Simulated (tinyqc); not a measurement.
A particle near a wafer in liquid: double-layer and van der Waals forces (DLVO), deposition barrier and removal: one step, computed by the program tinyqc. Command: `OMP_NUM_THREADS=1 python tinyqc.py 3111352 3111353 out.jsonl dlvo walk`. One thread of a shared host (Intel(R) Xeon(R) Processor @ 2.30GHz), about 0.01 s of CPU time with the checks.

Sphere and flat wall, Derjaguin approximation, constant potentials in the linear-superposition form, no retardation and no hydration force.

Question. The curve. U(h) = Z R exp(-kappa h) - A R/(6 h); F(h) = -dU/dh = kappa Z R exp(-kappa h) - A R/(6 h^2), positive for repulsion.

Inputs (values chosen for the exercise, of the order of those for alumina on silica in water): particle radius R = 12 nm; Hamaker constant A = 1e-20 J; temperature T = 323 K.

kappa = 1.015170 1/nm

Z = 6.921422 pN

Constants: k_B = 1.380649e-23 J/K.

Give: the table «Against the gap» with the columns kappa h, U (k_B T), F (pN), for h (nm) = 0.4, 0.6, 1.0, 1.5, 2.5, 4.0, 7.0, 12.0, 20.0, 40.0.

Answer.

Against the gap:
```
h (nm)  kappa h  U (k_B T)       F (pN)
0.4       0.406     1.1970  -6.8823e+01
0.6       0.609     2.6542  -9.7007e+00
1.0       1.015     2.2637   1.0552e+01
1.5       1.523     1.0724   9.5015e+00
2.5       2.538    -0.3220   3.4636e+00
4.0       4.061    -0.8002   2.0340e-01
7.0       7.106    -0.6254  -3.3902e-01
12.0     12.182    -0.3736  -1.3846e-01
20.0     20.303    -0.2242  -5.0000e-02
40.0     40.607    -0.1121  -1.2500e-02
```

Caution: in rows where h is not small against R, A R/(6 h) overstates the van der Waals term. Caution: in rows with kappa h below 1 linear superposition is only rough.
